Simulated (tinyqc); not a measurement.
Biaxially strained (001) channel, valley splitting in an inversion layer: one step of the calculation.

A thin layer grown on a relaxed buffer is stretched in the plane. The two valleys with their long axis along the growth direction (D2) sink against the four in-plane ones (D4); confinement in a triangular well splits them too. Only the lowest subband of each set is kept; one relaxation time, so the weakening of intervalley scattering is left out.

Task. Critical thickness by substitution. Critical thickness (Matthews-Blakeslee, 60-degree dislocations): h = bv (1 - nu/4)[ln(h/bv) + 1]/(4 pi e_par (1 + nu)), nu = c12/(c11 + c12). The right side gives h(new); e_par = b1 x.

Values chosen for this exercise; values close to those of silicon on relaxed silicon-germanium: germanium share of the relaxed buffer x = 0.1; lattice mismatch per unit x b1 = 0.0418; elastic constant c11 = 165 GPa; elastic constant c12 = 62.3 GPa; Burgers vector bv = 0.384 nm.

h at the start = 100 nm

Find: h after iteration 1.

Result.

h after iteration 1 = 35.073 nm

tinyqc, about 0.02 s, one thread, Intel Xeon 2.30GHz (shared host): `OMP_NUM_THREADS=1 python tinyqc.py 2530107 2530108 out.jsonl`
